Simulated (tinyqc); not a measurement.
# From one set of inputs to another, one input at a time

Model: Gupta-type many-body potential for a metal. Computed by tinyqc, a small Python program. Command: `OMP_NUM_THREADS=1 python tinyqc.py 3003704 3003705 out.jsonl gupta ladder`. One thread of a shared host (Intel(R) Xeon(R) Processor @ 2.30GHz), about 0.02 s of CPU time with the checks.

E_i = sum_j A exp(-p (r_ij/r0 - 1)) - xi rho_i^gamma, with rho_i = sum_j exp(-2 q (r_ij/r0 - 1)); gamma = 1/2 is the tight-binding second-moment form. The crystal is fcc unless stated; d is the neighbour distance and a fixed number of shells is kept.

The inputs printed are set A. Set A is modelled on palladium; the values taken over come from a set modelled on nickel. Inputs not listed in the table keep their values of set A, so the rows need not describe a real material.

Inputs (values chosen for the exercise, modelled on palladium):
```
quantity                  value      unit
repulsion A               0.179        eV
hopping xi                 1.73        eV
decay p                    10.8         -
decay q                    3.68         -
reference distance r0     2.749  angstrom
shells kept                   1         -
embedding exponent gamma    0.5         -
```

Surface: (110).

Constants: 1 eV/angstrom^3 = 160.2176634 GPa; 1 eV/angstrom^2 = 16.02176634 J/m^2.

Method:
- fcc shells: d sqrt(k), k = 1..5, with 12, 6, 24, 12, 24 atoms; Omega = d^3/sqrt2.
- Equilibrium: dE/dd = 0; B = d^2 E''(d)/(9 Omega).
- Second derivatives of E/Omega at equilibrium under homogeneous strain: e_xx = h gives C11; e_xx = -e_yy = h gives 2 (C11 - C12); e_xy = e_yx = h/2 gives C44.
- Cut the crystal without relaxation; an atom in layer l keeps the neighbours that lie below the surface plane. Excess = E_i + E_c. Surface energy = sum of excesses over the layers, divided by the area per surface atom: (sqrt3/2) d^2 for (111), d^2 for (100), sqrt2 d^2 for (110).

Each row keeps all changes above it:
```
input moved                        from      to  bulk modulus B (GPa)  surface energy (J/m^2)  Cauchy pressure C12 - C44 (GPa)
set A                                 -       -                 184.1                   0.936                             95.1
hopping xi (eV)                    1.73    1.07                  83.2                   0.397                             43.0
repulsion A (eV)                  0.179  0.0364                 239.5                   1.441                            123.8
decay q                            3.68    1.18                  50.1                   1.215                              6.1
reference distance r0 (angstrom)  2.749   2.491                  67.4                   1.480                              8.3
decay p                            10.8    17.3                 106.7                   1.488                              7.8
```

Which inputs carry the difference?

Bulk modulus B goes from 184 to 107, a factor 0.580 in all. The largest single move comes from decay q (a factor 0.209), and repulsion A works against it (a factor 2.88). Surface energy goes from 0.936 to 1.49, a factor 1.59 in all. The largest single move comes from repulsion A (a factor 3.63), and hopping xi works against it (a factor 0.424). Cauchy pressure C12 - C44 goes from 95.1 to 7.81, a factor 0.0821 in all. The largest single move comes from decay q (a factor 0.0497), and repulsion A works against it (a factor 2.88). The single moves hold for this order of the switches; the total does not depend on the order.

Extremes, crossings and ranges named in words are read from the listed rows.
